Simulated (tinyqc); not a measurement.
## Schottky barrier on an n-type semiconductor, non-linear Poisson equation by Newton steps: effect of the barrier height

One dimension, metal at x = 0, donor density C(x) = Nd, uniform. Energies are counted from the electron Fermi level of the semiconductor and the conduction-band edge is Ec = -psi, so n = Nc exp(psi/Vt); holes follow the Fermi level of the metal, at -V, so p = Nv exp((V - psi - Eg)/Vt). Ends: psi(0) = V - phiB and psi = Vt ln(Nd/Nc) deep inside. Boltzmann statistics, full ionisation, no current, no image force in the Poisson equation.

First integral for uniform doping: E_0^2 = (2 q/(eps0 eps_r)) [Nd (U - Vt + Vt exp(-U/Vt)) + Vt p_0], U = Vbi - V, Vbi = phiB - Vt ln(Nc/Nd), p_0 = Nv exp((phiB - Eg)/Vt) (deep holes neglected). Image-force lowering dphi = sqrt(q E_0/(4 pi eps0 eps_r)), at x_m = sqrt(q/(16 pi eps0 eps_r E_0)). W = sqrt(2 eps0 eps_r U/(q Nd)).

Values chosen for this exercise; band and dielectric values those of a made-up semiconductor: temperature T = 300 K; band gap Eg = 1.29 eV; relative permittivity eps_r = 12.5; conduction-band density of states at T Nc = 2.85e19 cm^-3; valence-band density of states at T Nv = 2.88e19 cm^-3; donor density deep in the semiconductor Nd = 1.1e18 cm^-3; bias of the metal against the semiconductor V = 0 V.

Constants: q = 1.602176634e-19 C, kB = 1.380649e-23 J/K, Vt = kB T/q, eps0 = 8.8541878128e-14 F/cm where lengths are in cm. Results are converted to the units shown.

Effect of the barrier height:

| phiB (eV) | Vbi (V) | W (nm) | E_0 (kV/cm) | dphi (mV) | exp(dphi/Vt) | p_0/Nd |
|---|---|---|---|---|---|---|
| 0.52 | 0.4359 | 23.40 | 361.4 | 64.52 | 12.13 | 3.038e-12 |
| 0.62 | 0.5359 | 25.94 | 403.0 | 68.14 | 13.95 | 1.454e-10 |
| 0.72 | 0.6359 | 28.26 | 440.8 | 71.26 | 15.74 | 6.957e-9 |
| 0.82 | 0.7359 | 30.40 | 475.5 | 74.01 | 17.51 | 3.329e-7 |
| 0.92 | 0.8359 | 32.40 | 507.9 | 76.49 | 19.28 | 1.593e-5 |
| 1.02 | 0.9359 | 34.28 | 538.4 | 78.75 | 21.04 | 7.624e-4 |
| 1.12 | 1.036 | 36.07 | 567.4 | 80.85 | 22.81 | 0.03649 |
| 1.23 | 1.146 | 37.94 | 614.7 | 84.15 | 25.92 | 2.571 |

As phiB goes from 0.52 to 1.23, the surface field rises from 361 to 615 kV/cm, the lowering rises from 64.5 to 84.1 mV and W rises from 23.4 to 37.9 nm. From phiB = 1.23 on, holes at the metal outnumber the donors. For phiB = 1.23 the field exceeds 600 kV/cm, where tunnelling through the top of the barrier adds to any current.

Computed by the program tinyqc: `OMP_NUM_THREADS=1 python tinyqc.py 2020049 2020050 out.jsonl`, one thread of a shared Intel Xeon 2.30GHz, about 0.04 s for the whole run.
